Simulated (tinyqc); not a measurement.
p-n diode with diffusion and depletion-layer recombination: one step of the calculation.

Abrupt junction in the depletion approximation, low injection, full ionisation, neutral widths fixed, ohmic contact on the p side. Vj is the junction voltage; where a series resistance Rs is given, V = Vj + J Rs is the terminal voltage.

Question. New Vj. Diffusion current alone: J = J0 (exp(Vj/Vt) - 1), g = Vj + J Rs - V, g' = 1 + Rs J0 exp(Vj/Vt)/Vt, Vj(new) = Vj - g/g'.

Parameters, values chosen for the exercise; band and dielectric values close to those of silicon:
- T = 300 K (temperature)
- Rs = 0.0083 ohm cm^2 (series resistance)
- V = 0.77 V (terminal voltage)

Constants: q = 1.602176634e-19 C, kB = 1.380649e-23 J/K, Vt = kB T/q. Results are converted to the units shown.

Vj at the start = 0.385 V
J0 = J0n + J0p = 2.8137696e-10 A/cm^2

Give: J; g; g'; Vj after iteration 1.

Answer.

J = 8.260e-4 A/cm^2
g = -0.3850 V
g' = 1.000
Vj after iteration 1 = 0.7699 V

Program tinyqc, `OMP_NUM_THREADS=1 python tinyqc.py 2260010 2260011 out.jsonl`; Intel Xeon 2.30GHz, shared host, one thread, about 0.01 s.
